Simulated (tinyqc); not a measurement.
One anharmonic mode: perturbation theory, self-consistent phonons and exact levels: one step, computed by the program tinyqc.

V(x) = k x^2/2 + b x^4 for one coordinate x of mass M. A constant K > 0 gives hbar Omega = sqrt((hbar^2/u) K/M) with K in eV/angstrom^2 and M in u.

Problem. Hamiltonian in a small basis. Basis: oscillator states n of the constant |k|, with x = s (a + a+), s^2 = hbar Omega/(2|k|); H = hbar Omega (n + 1/2) + (k - |k|) x^2/2 + b x^4, with exact matrix elements of x^2 and x^4.

Inputs (values chosen for the exercise, for a model mode):
```
quantity                          value           unit
mode mass M                         118              u
harmonic constant k                 1.1  eV/angstrom^2
quartic constant b                 1.21  eV/angstrom^4
basis size N of the small matrix      7              -
```

Shape: single well.

Constants: hbar^2/u = 4.18015928e-03 eV angstrom^2.

Give: H.

Solution.

H (meV), lower triangle (symmetric):
```
       1      2       3       4       5       6       7
1  3.150
2  0.000  9.510
3  0.083  0.000  15.986
4  0.000  0.239   0.000  22.579
5  0.048  0.000   0.472   0.000  29.289
6  0.000  0.107   0.000   0.784   0.000  36.116
7  0.000  0.000   0.185   0.000   1.174   0.000  43.060
```
